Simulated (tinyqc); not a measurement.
Random alloy fluctuations: inter-valley coupling by envelope functions against a chain of atomic planes.

Chain: E(phi) = e0 + 2 v cos(phi) + 2 u cos(2 phi), cos(phi0) = -v/(4u), e0 = 2u + v^2/(4u); plane j = 0, 1, ... has the potential V_j = dE x_j + F (j - 30) a/4 (1 MV/m = 1e-4 V/angstrom). There are 30 barrier planes a side; with y = j - 29.5, x_j = xb (f(y) + f(Nw - y)), f(y) = 1/(1 + exp(y/L)), plus any Ge added in the well. The valley splitting is the spacing of the two lowest levels. Envelope theory: F_j solves a one-valley chain with hopping -b and diagonal 2b + V_j, b = 4u sin^2(phi0), sum F_j^2 = 1; the valleys couple by Dv = sum_j F_j^2 V_j exp(-2 i phi0 j) and split by 2|Dv|.

Inputs chosen for the exercise (near those of the Delta valleys of silicon in a SiGe well; shifted at random, so the results belong to these values and not to a real crystal):
```
symbol  value  unit      meaning
a       5.431  angstrom  lattice constant; planes lie a/4 apart
u       0.634  eV        second-neighbour hopping
v       0.558  eV        nearest hopping
Nw      40               planes in the well
L       1      planes    interface width
xb      0.34             Ge fraction of the barriers
dE      0.51   eV        offset per unit Ge fraction
F       5      MV/m      field
x0      6853             start of the number sequence
na      20000            atoms a plane under the dot
```

A uniform fraction x is added on all planes. Each plane j then fluctuates by q sqrt(x_j (1 - x_j)/na) in Ge fraction, q = sqrt12 (z/2147483647 - 1/2) with z(new) = 16807 z mod 2147483647 from x0, restarted for each row; 24 samples. Theory: Dv is a complex Gaussian with sigma^2 = dE^2 sum F_j^4 x_j (1 - x_j)/na, and the mean splitting is sqrt(pi) sigma if the smooth part is negligible.

Splitting (micro-eV):
```
x     sigma  sqrt(pi) sigma  mean of 24  least  largest
0.00   15.7            27.8        26.3    8.0     79.1
0.01   67.2           119.1       108.6   22.0    218.1
0.02   93.3           165.4       151.3   29.2    314.1
0.05  144.0           255.3       234.1   39.2    498.5
0.10  197.7           350.4       321.6   50.0    692.0
```

How do the results move, and what explains it?

Without added Ge the disorder sits in the barriers, where the state is small: mean 26.3 micro-eV, against 2.8 for the smooth well. With 5 % Ge in the well the mean is 234, theory 255, with a statistical error of about 11 % for 24 samples; the miss is -8 %, and since every row reuses one sequence the rows with added Ge miss alike. The spread grows with the mean: at 5 % the samples run from 39 to 498, so small splittings remain possible. sigma falls as 1/sqrt(na) for larger dots. A chain with one orbital a plane has no Bloch-function factor, which scales all these couplings down in fuller models.

tinyqc: `OMP_NUM_THREADS=1 python tinyqc.py 1452382 1452383 out.jsonl`; about 0.1 s, one thread, shared Intel(R) Xeon(R) Processor @ 2.30GHz.
